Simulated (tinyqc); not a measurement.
Voltage drop against the pad pitch.

A grid of 17 by 17 nodes with segments Rx (rows) and Ry (columns); every node draws I1 and the central node kh I1; pads with resistance Rp sit at the nodes whose row and column are multiples of the pitch, counting from 0. The drops u = Vdd - V follow from G u = i, with G the conductance matrix and i the load currents, solved directly.

Values chosen for this exercise:
```
symbol,value,unit,meaning
Vdd,0.65,V,supply voltage
Rx,1.4,ohm,resistance of a horizontal segment
Ry,0.7,ohm,resistance of a vertical segment
Rp,0.13,ohm,resistance from a pad node to the supply
kh,3,,factor on the load at the hot node
I1,0.96,mA,load current of a node in the large grid
```

Result of one run:
```
pads,worst drop (mV),mean drop (mV),largest drop at a pad (mV),largest pad current (mA),worst drop over Vdd (%)
289,0.2912,0.1257,0.2912,2.240,0.04481
```

Which pad pitch gave this result: 1, 2, 4 or 8 nodes?

pitch = 1 nodes.

The whole series:
```
pitch (nodes),pads,worst drop (mV),mean drop (mV),largest drop at a pad (mV),largest pad current (mA),worst drop over Vdd (%)
1,289,0.2912,0.1257,0.2912,2.240,0.04481
2,81,1.548,1.027,0.6855,5.273,0.2381
4,25,6.959,5.187,2.128,16.37,1.071
8,9,27.63,22.93,6.751,51.93,4.251
16,4,110.3,92.03,9.079,69.84,16.97
```

The worst drop goes from 0.291 to 110 mV while the number of pads falls from 289 to 4; between the last two rows it goes as pitch^(2.00). The largest drop at a pad is 100 % of the worst drop in the first row and 8.23 % in the last; the rest falls along the wires. For pitch = 16 the drop exceeds 15 % of the supply, where loads no longer draw a fixed current.

Numbers from tinyqc (`OMP_NUM_THREADS=1 python tinyqc.py 2770225 2770226 out.jsonl`; about 0.2 s on one thread of a shared Intel Xeon 2.30GHz).
